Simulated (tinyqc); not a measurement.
# Electron mobility in a silicon inversion layer, empirical terms and Matthiessen rule: effect of the body doping

Inversion layer of sheet density Ns on a uniformly doped body, under a high-permittivity gate with an interlayer. The mobility terms are empirical power laws with prefactors chosen for the exercise; adding their inverses (Matthiessen) is itself an approximation.

ni = sqrt(Nc Nv) exp(-Eg/(2 Vt)), Eg in volts; Ndep = sqrt(2 eps0 eps_r Nb (2 Vt ln(Nb/ni) + Vsb)/q); E = q (Ndep + eta Ns)/(eps0 eps_r), in MV/cm. With t = T/(300 K): muC = Ac (Ns/1e12 cm^-2) t/(Nb/1e17 cm^-3 + Nit/1e11 cm^-2), muP = Ap E^(-1/3) t^(-1.75), muS = As E^(-gs), muR = Ar exp(2 ti/lr)/t; 1/mu is the sum of the inverses.

Values chosen for this exercise; material values close to those of silicon:
```
symbol,value,unit,meaning
T,400,K,temperature
Eg,1.14,eV,band gap
eps_r,11.7,,relative permittivity of the semiconductor
Nc,4.22e19,cm^-3,conduction-band density of states at T
Nv,4.08e19,cm^-3,valence-band density of states at T
Vsb,0.6,V,reverse body bias
eta,0.5,,weight of the inversion charge in the effective field
Ap,414,cm^2/(V s),phonon-limited mobility at 1 MV/cm and 300 K
As,979,cm^2/(V s),roughness-limited mobility at 1 MV/cm
gs,2,,exponent of the roughness term
Ac,1800,cm^2/(V s),Coulomb prefactor
Nit,2.3e11,cm^-2,charge at the interface
Ar,150,cm^2/(V s),remote-phonon mobility without interlayer
ti,0.8,nm,interlayer thickness
lr,0.6,nm,decay length of remote phonons
Ns,2.6e12,cm^-2,inversion density
```

Constants: q = 1.602176634e-19 C, kB = 1.380649e-23 J/K, Vt = kB T/q, eps0 = 8.8541878128e-14 F/cm where lengths are in cm. Results are converted to the units shown.

The same in every row: muR (cm^2/(V s)) = 1619.

Effect of the body doping:

| Nb (cm^-3) | E (MV/cm) | muC (cm^2/(V s)) | muP (cm^2/(V s)) | muS (cm^2/(V s)) | mu (cm^2/(V s)) |
|---|---|---|---|---|---|
| 2e16 | 0.2877 | 2496 | 379.1 | 1.183e4 | 267.3 |
| 4.4e16 | 0.3324 | 2277 | 361.2 | 8860 | 253.9 |
| 9.7e16 | 0.4002 | 1908 | 339.6 | 6111 | 235.3 |
| 2.1e17 | 0.5000 | 1418 | 315.3 | 3916 | 210.5 |
| 4.7e17 | 0.6572 | 891.4 | 287.8 | 2267 | 176.8 |
| 1e18 | 0.8784 | 507.3 | 261.3 | 1269 | 138.8 |
| 2.3e18 | 1.248 | 246.6 | 232.4 | 628.6 | 94.65 |
| 5e18 | 1.771 | 119.3 | 206.8 | 312.1 | 58.69 |

What does the table show?

As Nb goes from 2e16 to 5e18 cm^-3, E rises from 0.288 to 1.77 MV/cm and mu falls from 267 to 58.7 cm^2/(V s). The smallest term is the phonon one in the first row and the Coulomb one in the last. At Nb = 5e18 cm^-3 E passes 1.5 MV/cm, beyond the usual range of such laws.

Program tinyqc, `OMP_NUM_THREADS=1 python tinyqc.py 2510087 2510088 out.jsonl`; Intel Xeon 2.30GHz, shared host, one thread, about 0.01 s.
